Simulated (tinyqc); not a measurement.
Inside a calculation. Method: Hubbard chain of 4 sites. Computed by tinyqc, a small Python program that keeps every step. Settings: hopping = 1.45, U = 0.9, mixing = 0.5, iteration cap = 70. Command: `OMP_NUM_THREADS=1 python tinyqc.py 22775 22776 out.jsonl` (the two numbers bound the seeds that draw the settings). One thread of a shared host (Intel(R) Xeon(R) Processor @ 2.60GHz), about 0.2 s of CPU time with the checks. Later iterations appear only in the table of the cycle.

## Mean-field iteration 1

one-body matrix (hopping and site energies) (eV):
```
,1,2,3,4
1,-0.300000,-1.450000,0.000000,0.000000
2,-1.450000,0.200000,-1.450000,0.000000
3,0.000000,-1.450000,0.370000,-1.450000
4,0.000000,0.000000,-1.450000,0.340000
```

U = 0.900000 eV

electrons, up and down: 2  1

mixing = 0.500000

n(up) at the start (a guess, not normalised): 1 0.550000, 2 0.450000, 3 0.550000, 4 0.450000

n(down) at the start (a guess): 1 0.200000, 2 0.300000, 3 0.200000, 4 0.300000

H(up) = T + U n(down), H(down) = T + U n(up); fill the lowest levels; n(new) = n + mixing (n(out) - n); E = tr T (rho up + rho down) + U sum n_up n_down of the output.

levels, up (eV): -1.942889  -0.589112  1.235461  2.806539

levels, down (eV): -1.714761  -0.345970  1.438973  3.031758

energy = -4.686528 eV

n(up) after iteration 1: 1 0.592057, 2 0.435667, 3 0.533183, 4 0.439093

n(down) after iteration 1: 1 0.213991, 2 0.347740, 3 0.239717, 4 0.198551

## Mean-field iteration 2

As before.

levels, up (eV): -1.922295  -0.605781  1.216981  2.821096

levels, down (eV): -1.716645  -0.339542  1.443474  3.022713

energy = -4.691785 eV

n(up) after iteration 2: 1 0.610421, 2 0.427006, 3 0.516485, 4 0.446088

n(down) after iteration 2: 1 0.216548, 2 0.371900, 3 0.262416, 4 0.149135

## Mean-field iteration 3

As before.

levels, up (eV): -1.912439  -0.615420  1.207763  2.830096

levels, down (eV): -1.719827  -0.334663  1.448119  3.016371

energy = -4.693133 eV

n(up) after iteration 3: 1 0.618701, 2 0.421690, 3 0.503854, 4 0.455755

n(down) after iteration 3: 1 0.215780, 2 0.384231, 3 0.275384, 4 0.124605

## Convergence

Each step fills the lowest levels of T + U n(other spin) and sets n(new) = n + mixing (n(out) - n); stop when output and input agree to 1e-8.

Course of the cycle:
```
iteration,E (eV),largest |n(out) - n(in)|,mean |n_up - n_down|
1,-4.68652832,2.03e-01,0.250000
2,-4.69178547,9.88e-02,0.250000
3,-4.69313335,4.91e-02,0.250000
4,-4.69350588,2.48e-02,0.250000
5,-4.69361519,1.28e-02,0.250000
6,-4.69364862,7.20e-03,0.250000
7,-4.69365912,4.47e-03,0.250000
8,-4.69366248,2.70e-03,0.250000
9,-4.69366356,1.60e-03,0.250000
10,-4.69366391,9.39e-04,0.250000
11,-4.69366403,5.45e-04,0.250000
...,...,...,...
21,-4.69366408,1.96e-06,0.250000
22,-4.69366408,1.10e-06,0.250000
23,-4.69366408,6.23e-07,0.250000
24,-4.69366408,3.51e-07,0.250000
25,-4.69366408,1.98e-07,0.250000
26,-4.69366408,1.11e-07,0.250000
27,-4.69366408,6.27e-08,0.250000
28,-4.69366408,3.53e-08,0.250000
29,-4.69366408,2.00e-08,0.250000
30,-4.69366408,1.14e-08,0.250000
31,-4.69366408,6.47e-09,0.250000
```

local moments n_up - n_down: 1 0.415881, 2 0.015678, 3 0.188754, 4 0.379687

Converged in 31 iterations. Before convergence this energy mixes input and output and is not variational, so it may rise towards its limit.

## Exact diagonalisation (24 states)

Lowest levels of the sector, and the double occupancy of the lowest state.

lowest levels (eV): -4.720890  -3.371506  -2.889358  -1.971209  -1.525396  -1.444520

double occupancy per site = 0.106319

The mean-field solution above lies 0.0272 eV above the exact energy.

## The lowest level by Lanczos steps

From a random start vector (not printed): a_j = <q_j|H|q_j>, b_j = norm of the remainder after orthogonalising; the Ritz value is the lowest eigenvalue of the tridiagonal matrix of a and b so far.

Lanczos:
```
j,a_j (eV),b_j (eV),lowest Ritz value (eV)
1,-1.357157,3.613507,-1.35715695
2,0.511891,2.538381,-4.15502741
3,1.614421,2.539371,-4.57992820
4,0.524209,2.459185,-4.68492390
5,2.388307,3.318575,-4.71010806
6,2.286794,1.693429,-4.71944878
7,0.552868,2.290898,-4.72055471
8,0.736177,1.427203,-4.72083785
9,-0.563249,2.292487,-4.72087383
10,0.906610,2.402338,-4.72088602
```
